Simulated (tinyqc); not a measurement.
Inside a calculation. Model: thermal displacements in the Debye model: Debye-Waller factors, bond-length spread and the Lindemann rule. Computed by tinyqc, a small Python program that keeps every step. Command: `OMP_NUM_THREADS=1 python tinyqc.py 3007468 3007469 out.jsonl debyewaller walk`. One thread of a shared host (Intel(R) Xeon(R) Processor @ 2.30GHz), about 0.01 s of CPU time with the checks. Intermediate numbers are printed to about 7 digits and carried at full precision; extremes and crossings named in words are read from the listed rows.

A Debye spectrum with three branches of one velocity, cut at k_B Theta; 4 atoms per cube, nearest neighbours at d = 0.707107 a.

Inputs (values chosen for the exercise, modelled on aluminium):
```
quantity                     value        unit
atomic mass M                26.98           u
Debye temperature Theta        379           K
lattice constant a            4.05    angstrom
temperature T                  300           K
Lindemann ratio x_L           0.12           -
gamma-ray energy E            77.3         keV
photoelectron wave number k    5.6  1/angstrom
```

Structure: fcc.

reflection (h k l): 3  1  1

Constants: hbar^2/u = 4.18015928e-03 eV angstrom^2; k_B = 8.617333262e-05 eV/K; e = 1.602176634e-19 C; u = 1.6605390666e-27 kg; c = 299792458 m/s; hbar = 6.582119569e-16 eV s.

## Mean-square displacement

<u_x^2> = (3 hbar^2/(2 M k_B Theta)) int_0^1 s coth(s Theta/(2T)) ds (64 Gauss-Legendre points); it tends to 3 hbar^2/(4 M k_B Theta) at T = 0 and to 3 hbar^2 T/(M k_B Theta^2) at high T. B = 8 pi^2 <u_x^2>.

<u_x^2> = 0.01175695 angstrom^2

zero-point value = 0.003557952 angstrom^2

classical value = 0.01126528 angstrom^2

B factor = 0.9282917 angstrom^2

The zero-point value is 30.3 % and the classical value 95.8 % of the full result; the two are limits, not parts that add.

## Loss of Bragg intensity

G = 2 pi sqrt(h^2 + k^2 + l^2)/a; the intensity is multiplied by exp(-2W), 2W = G^2 <u_x^2>; the loss goes into thermal diffuse scattering.

|G| = 5.145424 1/angstrom

2W = 0.3112699

intensity factor exp(-2W) = 0.7325161

## Recoil-free fraction

A nucleus of this mass is supposed to emit a gamma ray of the energy chosen: recoil energy E_R = E^2/(2 M c^2), wave number k_g = E/(hbar c), recoil-free fraction f = exp(-k_g^2 <u_x^2>).

recoil energy = 118.8795 meV

k_g = 39.17356 1/angstrom

recoil-free fraction f = 1.460592e-08

E_R is 3.64 k_B Theta.

## Spread of the bond length

Correlated Debye model: sigma^2 = (3 hbar^2/(M k_B Theta)) int_0^1 s coth(s Theta/(2T)) [1 - sin(s q_D R)/(s q_D R)] ds for two atoms at distance R, q_D = (6 pi^2 n)^(1/3), n atoms per volume; uncorrelated motion would give 2 <u_x^2>. An EXAFS amplitude is damped by exp(-2 k^2 sigma^2).

sigma^2 of the nearest bond = 0.01483670 angstrom^2

correlation 1 - sigma^2/(2 <u_x^2>) = 0.3690246

EXAFS damping = 0.3943338

Neighbours move partly together, which removes 37 % of the uncorrelated spread.

## Lindemann melting temperature

Melting is placed where sqrt(3 <u_x^2>) = x_L d; the classical form gives T_m = M k_B Theta^2 (x_L d)^2/(9 hbar^2).

Lindemann T_m = 1044.521 K

classical T_m = 1048.336 K

ratio sqrt(3 <u_x^2>)/d at T = 0.06557948

The rule is empirical: x_L is fitted within a family of like crystals, and T_m goes as its square.

## Displacements against temperature

The correlation is 1 - sigma^2/(2 <u_x^2>); exp(-2W) uses 2W = G^2 <u_x^2>.

Displacements (angstrom^2):
```
T (K)      <u_x^2>     classical  sigma^2 at d  sigma^2 at 2d   exp(-2W)
11     0.003577672  4.130604e-04   0.006126770    0.006786441  0.9096274
38     0.003793219   0.001426936   0.006176716    0.006924807  0.9044512
76     0.004475851   0.002853872   0.006633557    0.007781061  0.8882519
130    0.005948364   0.004881622   0.008088663    0.009988245  0.8542894
210    0.008577142   0.007885698    0.01106414     0.01413464  0.7968545
300     0.01175695    0.01126528    0.01483670     0.01923203  0.7325161
450     0.01722854    0.01689792    0.02145799     0.02806096  0.6337299
680     0.02575430    0.02553464    0.03187625     0.04186188  0.5056781
830     0.03134742    0.03116728    0.03873512     0.05092604  0.4360775
```

The classical line is within 5 % from T = 300 K (T/Theta = 0.79) on. The correlation of nearest neighbours grows from 0.14 to 0.38, since thermal motion weights long waves, which move neighbours together, more than zero-point motion does; at 2d it ends at 0.19. The reflection keeps 91 % of its intensity at the lowest T and 44 % at the highest.

Checks made by the program: high-temperature series <u^2> = classical x (1 + (Theta/T)^2/36) at T = 5 Theta (relative difference 4e-07).
